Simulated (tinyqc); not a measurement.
# Thin-film transistor with exponential tail and deep states, accumulation layer: what changes with what

An undoped film in accumulation, thicker than the space-charge layer. With band bending psi the Fermi level lies E0 - psi below the band edge. Free electrons n = n0 exp(psi/Vt) carry the current; electrons in two exponential distributions of traps, a = a0 exp(psi/Va) and d = d0 exp(psi/Vp), do not. Linear regime, ohmic contacts, traps in equilibrium.

Values chosen for this exercise; values close to those of an organic semiconductor:

| symbol | value | unit | meaning |
|---|---|---|---|
| T | 250 | K | temperature |
| eps_r | 3.2 |  | relative permittivity of the semiconductor |
| Nc | 1.2e20 | cm^-3 | density of extended states |
| mb | 3.4 | cm^2/(V s) | band mobility |
| Nt | 1.2e20 | cm^-3 | total density of tail states |
| Tt | 450 | K | characteristic temperature of the tail |
| Nd | 2.2e17 | cm^-3 | total density of deep states |
| Td | 1120 | K | characteristic temperature of the deep states |
| E0 | 0.59 | eV | bulk Fermi level below the band edge |
| Ci | 35 | nF/cm^2 | gate capacitance |
| WL | 10 |  | ratio W/L |
| Vd | 0.2 | V | drain voltage |
| Vg | 6 | V | gate voltage above flat band |

Constants: q = 1.602176634e-19 C, kB = 1.380649e-23 J/K, Vt = kB T/q, eps0 = 8.8541878128e-14 F/cm where lengths are in cm. Results are converted to the units shown.

Each table varies one quantity; the others keep the values above.

## Effect of the gate capacitance

Va = kB Tt/q, Vp = kB Td/q; n0 = Nc exp(-E0/Vt), a0 = Nt th(T/Tt) exp(-E0/Va), d0 = Nd th(T/Td) exp(-E0/Vp), th(x) = pi x/sin(pi x). G(psi) = sum over the three kinds of c0 [V (exp(psi/V) - 1) - psi], field F = sqrt(2 q G/(eps0 eps_r)); Vg = psi + eps0 eps_r F/Ci at the surface. Total charge Q = Ci (Vg - psi_s); free charge Qf = q times the integral of n0 (exp(psi/Vt) - 1)/F over psi from 0 to psi_s; I = (W/L) mb Qf Vd; effective mobility mb Qf/Q.

Effect of the gate capacitance:
```
Ci (nF/cm^2)  E0 - psi_s (eV)  Q (nC/cm^2)  free share (%)  effective mobility (cm^2/(V s))  I (nA)
7                      0.2431        39.57          0.1268                         0.004312  0.3413
11                     0.2072        61.79          0.2786                         0.009472   1.171
17                     0.1732        94.91          0.5765                          0.01960   3.721
27                     0.1376        149.8           1.216                          0.04134   12.38
43                     0.1024        237.0           2.505                          0.08517   40.37
67                    0.06957        367.1           4.822                           0.1640   120.4
100                   0.04092        545.1           8.362                           0.2843   310.0
```

What does the table show?

As Ci goes from 7 to 100 nF/cm^2, the free share rises from 0.127 to 8.36 %, the distance of the Fermi level from the edge falls from 0.243 to 0.0409 eV and the current rises from 0.341 to 310 nA. At Ci = 100 nF/cm^2 the surface Fermi level is within 2 Vt of the band edge, where the exponential forms fail. For Ci = 67 to 100 nF/cm^2 the th form, which assumes a Fermi level far below the edge, overcounts the filled tail at the surface by more than 15 %.

## Transfer curve

Same model as above.

The last column is d ln I/d ln Vg.

Results:
```
Vg (V)  E0 - psi_s (eV)  Q (nC/cm^2)  free share (%)  effective mobility (cm^2/(V s))    I (nA)  exponent
0.24             0.4538        3.633        8.630e-4                         2.934e-5  2.132e-4     3.710
0.64             0.3346        13.46         0.01531                         5.204e-4   0.01401     4.242
1                0.2836        24.28         0.05084                         0.001729   0.08392     3.777
1.7              0.2294        46.88          0.1718                         0.005842    0.5477     3.322
2.8              0.1830        83.76          0.4677                          0.01590     2.664     3.037
4.5              0.1418        141.8           1.113                          0.03786     10.74     2.848
7.4              0.1008        241.9           2.584                          0.08786     42.50     2.686
12              0.06298        401.6           5.485                           0.1865     149.8     2.521
```

Estimate the missing row, Vg = 0.39 V.

Computed row:
```
Vg (V)  E0 - psi_s (eV)  Q (nC/cm^2)  free share (%)  effective mobility (cm^2/(V s))    I (nA)  exponent
0.39             0.3960        6.860        0.003408                         1.159e-4  0.001590     4.424
```

With this row back in the table: The current rises from 2.13e-4 to 150 nA and the free share rises from 8.63e-4 to 5.49 %; the exponent goes from 3.71 through a maximum of 4.42 (at Vg = 0.39 V among the rows listed) to 2.52. If one kind of trap held all the charge, I would go as Q^(2 Tx/T - 1): 7.96 for the deep states, 2.60 for the tail and 1 for free electrons alone. At Vg = 12 V the th form, which assumes a Fermi level far below the edge, overcounts the filled tail at the surface by more than 15 %.

Numbers from tinyqc (`OMP_NUM_THREADS=1 python tinyqc.py 2610147 2610148 out.jsonl`; about 0.03 s on one thread of a shared Intel Xeon 2.30GHz).
